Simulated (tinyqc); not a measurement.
Heat flow across a film from the phonon Boltzmann equation in the relaxation-time approximation. Convergence with the number of cells. Computed by tinyqc, a small Python program. Command: `OMP_NUM_THREADS=1 python tinyqc.py 3005807 3005808 out.jsonl slabbte sweep`. One thread of a shared host (Intel(R) Xeon(R) Processor @ 2.30GHz), about 0.03 s of CPU time with the checks.

Two black walls, hot at x = 0 and cold at x = L, emit phonons isotropically. For one free path Lambda, with tau = x/Lambda, tau_L = L/Lambda and phi = (T - T_cold)/Delta T, energy balance gives phi(tau) = (1/2) [E2(tau) + int_0^tau_L phi(s) E1(|tau - s|) ds]; E_n are the exponential integrals. The flux over the ballistic flux C v Delta T/4 is psi = 1 - 2 int_0^tau_L phi(s) E2(s) ds, and kappa_eff/kappa = (3/4) tau_L psi. kappa = C v Lambda/3 is an input, so at fixed kappa a longer free path means a smaller C v.

Inputs (values chosen for the exercise, modelled on sapphire): film thickness L = 5.2 nm; free path Lambda_1 = 15 nm.

Free-path groups: two.

Method:
- Cut the film into n equal cells with constant phi, collocated at the centres c_i: the kernel integrates to A_ij = |E2(|c_i - e_j|) - E2(|c_i - e_(j+1)|)|/2 for cell edges e_j, and A_ii = 1 - E2(half a cell); solve (1 - A) phi = E2(c)/2; psi = 1 - 2 sum_j phi_j [E3(e_j) - E3(e_(j+1))].
- In short, (1 - A) phi = b and psi = 1 - 2 sum_j w_j phi_j, with b the right-hand side and w_j the flux weights; the cells divide 0 to tau_L.
- Use 150 and 300 cells and extrapolate psi = (4 psi(300) - psi(150))/3. The jump at the hot wall is 1 - phi there (linear extrapolation from the first two of 300 cells). Two-flux (diffusion with slip) formula: psi = 1/(1 + 3 tau_L/4).

One run for each value:
```
cells n in the small system  psi, small system  psi for Lambda_1
2                                      0.77305           0.77046
3                                      0.77170           0.77046
4                                      0.77119           0.77046
6                                      0.77080           0.77046
8                                      0.77066           0.77046
12                                     0.77055           0.77046
20                                     0.77049           0.77046
40                                     0.77047           0.77046
```

Over the rows, psi, small system falls from 0.7730 to 0.7705; psi for Lambda_1 does not change. The error of psi falls from 0.34 % to 0.0012 %; a cell must be thin against the free path.
